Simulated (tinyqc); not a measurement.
Worked calculation: one-electron ion in a basis of Gaussians. One step of it, computed by the program tinyqc.

Question. Generalised eigenproblem. Solve H C = S C e through S^(-1/2); each column has its largest component positive (the first on a tie).

H = T + V (hartree), lower triangle:
```
           1          2          3          4
1  -0.240646
2  -0.268274  -0.330449
3  -0.268739  -0.363607  -0.410613
4  -0.248000  -0.373074  -0.438928  -0.393651
```

S, lower triangle:
```
          1         2         3         4
1  1.000000
2  0.870256  1.000000
3  0.599159  0.870310  1.000000
4  0.356108  0.599082  0.870191  1.000000
```

Give: eigenvalues of S; eigenvalues; coefficients.

Answer.

eigenvalues of S: 0.0132  0.1215  0.7604  3.1049

eigenvalues (hartree): -0.4639  -0.1163  0.1011  0.7220

coefficients:
```
         1        2        3        4
1  -0.0874   1.6357  -2.1328   1.3142
2   0.5216  -0.9012   4.0508  -4.0587
3   0.0337   0.0906  -1.9966   5.4735
4   0.6210  -0.3429  -0.1998  -2.9001
```

For Z = 1 and l = 0 the exact lowest level is -Z^2/(2 n^2) with n = l + 1: -0.500000 hartree.
